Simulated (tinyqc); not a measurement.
Inputs raised by 10 %, one at a time: Keating valence-force model of a tetrahedral crystal. Computed by tinyqc, a small Python program. Command: `OMP_NUM_THREADS=1 python tinyqc.py 3027767 3027768 out.jsonl keating sens`. One thread of a shared host (Intel(R) Xeon(R) Processor @ 2.30GHz), about 0.08 s of CPU time with the checks.

Atom A sits at 0 and atom B at a/4 (1,1,1) of an fcc lattice; the four bonds from A are t = a/4 (1,1,1), a/4 (1,-1,-1), a/4 (-1,1,-1), a/4 (-1,-1,1), of length d = sqrt(3) a/4. Energy: E = (3 alpha/(8 d^2)) sum over bonds (r.r - d^2)^2 + (3 beta/(8 d^2)) sum over pairs of bonds at one atom (r_i.r_j + d^2/3)^2; both atoms have the mass M. The cell holds two atoms, Omega = a^3/4. 1 N/m = 1 J/m^2. With constants fitted to the elastic moduli this model puts optical and zone-boundary frequencies of real crystals too high, by up to about 20 % in elemental crystals and up to about 50 % in compounds, and mostly by more for TA modes; in compounds the lattice part of the static dielectric constant then comes out too low.

Inputs (values chosen for the exercise, modelled on germanium):

| quantity | value | unit |
|---|---|---|
| atomic mass M | 72.63 | u |
| bond stretching alpha | 37.7 | N/m |
| bond bending beta | 11.9 | N/m |
| mesh divisions n | 6 | - |
| temperature T | 300 | K |

Structure: diamond.

Constants: nu for 1 eV/(angstrom^2 u) = 15.6333042 THz; 1 eV/angstrom^2 = 16.02176634 J/m^2; 1 THz = 33.35640952 1/cm; h x 1 THz = 4.135667696 meV; k_B = 8.617333262e-05 eV/K.

Method:
- mu = M/2; lambda = 4 (alpha + beta)/mu with the springs in eV/angstrom^2; nu = 15.6333042 THz x sqrt(lambda).
- With displacements u exp(i q.r), each bracket changes by g.u, where g = (g_A, g_B): bond t, g = (-2 t, 2 t exp(i q.t)); pair (i, j) at A, g = (-(t_i + t_j), t_i exp(i q.t_j) + t_j exp(i q.t_i)); pair at B, g = (-t_i exp(-i q.t_j) - t_j exp(-i q.t_i), t_i + t_j). Then D_mn = sum over the 4 bonds and 12 pairs of (4 k/a^2) conj(g_m) g_n / sqrt(M_m M_n), with k = alpha or beta converted to eV/angstrom^2.
- An eigenvalue lambda of D in eV/(angstrom^2 u) gives nu = 15.6333042 THz x sqrt(lambda).
- Take the lowest frequency at X = (1, 0, 0) 2 pi/a, the transverse acoustic (TA) mode.
- Mesh: q = sum_i (m_i + 1/2)/n b_i, m_i = 0..n-1, with b = [[-1, 1, 1], [1, -1, 1], [1, 1, -1]] in 2 pi/a; sums over the six modes are averaged over the n^3 points and halved, per atom.
- With x = h nu/(k_B T) and n = 1/(exp(x) - 1) for each mode: F = k_B T [x/2 + ln(1 - exp(-x))], U = k_B T x (n + 1/2), S/k_B = x n - ln(1 - exp(-x)), C/k_B = x^2 n (n + 1).
- The acoustic share counts the three lowest modes at each q; zero-point energy = sum h nu/2.

Runs:

| input moved | from | to | Raman frequency (THz) | TA frequency at X (THz) | entropy S (k_B/atom) | zero-point energy (meV/atom) |
|---|---|---|---|---|---|---|
| base run | - | - | 9.129 | 4.472 | 3.369 | 38.88 |
| atomic mass M (u) | 72.63 | 79.893 | 8.704 | 4.263 | 3.500 | 37.07 |
| bond stretching alpha (N/m) | 37.7 | 41.47 | 9.470 | 4.472 | 3.301 | 40.11 |
| bond bending beta (N/m) | 11.9 | 13.09 | 9.238 | 4.690 | 3.307 | 39.55 |
| temperature T (K) | 300 | 330 | 9.129 | 4.472 | 3.632 | 38.88 |

Exponents ln(y'/y) / ln(x'/x):

| input | Raman frequency | TA frequency at X | entropy S | zero-point energy |
|---|---|---|---|---|
| atomic mass M | -0.500 | -0.5 | 0.400 | -0.500 |
| bond stretching alpha | 0.384 | 0.0 | -0.216 | 0.327 |
| bond bending beta | 0.124 | 0.5 | -0.196 | 0.181 |
| temperature T | 0.000 | 0.0 | 0.789 | 0.000 |

To which inputs is each result most sensitive?

Among the inputs moved here: Raman frequency answers most in size to atomic mass M (exponent -0.500), next to bond stretching alpha (+0.384); its exponent is below 0.0005 for temperature T. TA frequency at X answers most in size to atomic mass M (exponent -0.500), and about equally to bond bending beta (+0.500); its exponent is below 0.0005 for bond stretching alpha, temperature T. Its exponent +0.500 in bond bending beta: this mode mostly bends angles, so nu goes as sqrt(beta). Entropy S answers most in size to temperature T (exponent +0.789), next to atomic mass M (+0.400). Zero-point energy answers most in size to atomic mass M (exponent -0.500), next to bond stretching alpha (+0.327); its exponent is below 0.0005 for temperature T.

Extremes, crossings and ranges named in words are read from the listed rows.
